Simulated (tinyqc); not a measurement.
## MOS capacitor on a p-type substrate, surface potential from the exact charge relation: effect of the temperature on threshold and swing

Uniform p-type substrate, Boltzmann statistics, full ionisation, classical densities. psi is the surface potential against the body (positive when the bands bend down) and u = psi/Vt. Traps are spread evenly over the gap and neutral at flat band, so their charge is -q Dit psi; the minority quasi-Fermi level is shifted by Vb.

Nc and Nv are given at 400 K and scale as (T/400 K)^1.5; Eg is held fixed. ni = sqrt(Nc Nv) exp(-Eg/(2 Vt)), Eg in volts; phiF = Vt ln(N/ni); Cox = eps0 eox/tox; Vfb = phiM - chi - (Eg - Vt ln(Nv/N)) - q Nf/Cox; VT = Vfb + [(2 phiF + Vb)(1 + q Dit/Cox) + sqrt(2 eps0 eps_r q N (2 phiF + Vb))/Cox]. gamma = sqrt(2 eps0 eps_r q N)/Cox; Wm = sqrt(2 eps0 eps_r (2 phiF + Vb)/(q N)); m = 1 + (eps0 eps_r/Wm + q Dit)/Cox; swing m Vt ln 10; Cmin/Cox = 1/(1 + Cox Wm/(eps0 eps_r)).

Inputs (values chosen for the exercise); band and dielectric values close to those of 4H silicon carbide:
- Eg = 3.28 eV (band gap)
- eps_r = 9.55 (relative permittivity)
- Nc = 2.57e19 cm^-3 (conduction-band density of states at the reference temperature)
- Nv = 3.86e19 cm^-3 (valence-band density of states at the reference temperature)
- chi = 3.6 eV (electron affinity)
- N = 1.1e18 cm^-3 (acceptor density of the substrate)
- eox = 3.9 (relative permittivity of the gate insulator (close to silicon dioxide))
- tox = 4.1 nm (insulator thickness)
- phiM = 3.76 eV (gate work function)
- Nf = 0 cm^-2 (fixed charge at the interface, in units of q)
- Dit = 0 cm^-2 eV^-1 (density of interface traps)
- Vb = 0.8 V (reverse bias of the inversion layer against the body)

Constants: q = 1.602176634e-19 C, kB = 1.380649e-23 J/K, Vt = kB T/q, eps0 = 8.8541878128e-14 F/cm where lengths are in cm. Results are converted to the units shown.

The same in every row: gamma (V^0.5) = 0.6482.

Effect of the temperature on threshold and swing:
```
T (K)  Vfb (V)  2 phiF (V)  VT (V)  Wm (nm)      m  swing (mV/decade)  Cmin/Cox
200     -3.077       3.200   2.220    61.96  1.162              46.12    0.1394
240     -3.062       3.173   2.203    61.74  1.163              55.36    0.1399
280     -3.047       3.144   2.184    61.52  1.163              64.63    0.1403
320     -3.031       3.113   2.165    61.28  1.164              73.90    0.1408
360     -3.015       3.082   2.144    61.03  1.165              83.18    0.1413
400     -2.997       3.049   2.123    60.77  1.165              92.48    0.1418
440     -2.980       3.015   2.101    60.50  1.166              101.8    0.1423
```

As T goes from 200 to 440, VT falls from 2.22 to 2.10 V, the swing rises from 46.1 to 102 mV/decade and Cmin/Cox rises from 0.139 to 0.142. Of the change of VT by -0.119 V, 0.0969 V comes from Vfb and -0.216 V from the band bending and the charge it takes. VT changes by -0.495 mV/K on average.

Numbers from tinyqc (`OMP_NUM_THREADS=1 python tinyqc.py 2060033 2060034 out.jsonl`; about 0.01 s on one thread of a shared Intel Xeon 2.30GHz).
